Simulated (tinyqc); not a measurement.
Hubbard chain of 4 sites, step by step. One step of it, computed by the program tinyqc.

Problem. Mean-field iteration 2. H(up) = T + U n(down), H(down) = T + U n(up); fill the lowest levels; n(new) = n + mixing (n(out) - n); E = tr T (rho up + rho down) + U sum n_up n_down of the output.

one-body matrix (hopping and site energies) (eV), order 1, 2, 3, 4:
$$\begin{pmatrix}
0.000000 & -0.850000 & 0.000000 & 0.000000 \\
-0.850000 & 0.000000 & -0.850000 & 0.000000 \\
0.000000 & -0.850000 & 0.000000 & -0.850000 \\
0.000000 & 0.000000 & -0.850000 & 0.000000
\end{pmatrix}$$

U = 2.600000 eV

electrons, up and down: [2, 2]

mixing = 1

n(up) after iteration 1: 1 0.599916, 2 0.432756, 3 0.567244, 4 0.400084

n(down) after iteration 1: 1 0.400084, 2 0.567244, 3 0.432756, 4 0.599916

Give: levels, up; levels, down; energy; n(up) after iteration 2; n(down) after iteration 2.

Solution.

levels, up (eV): [-0.0913, 0.7257, 1.8743, 2.6913]

levels, down (eV): [-0.0913, 0.7257, 1.8743, 2.6913]

energy = -1.2889 eV

n(up) after iteration 2: 1 0.6686, 2 0.3920, 3 0.6080, 4 0.3314

n(down) after iteration 2: 1 0.3314, 2 0.6080, 3 0.3920, 4 0.6686
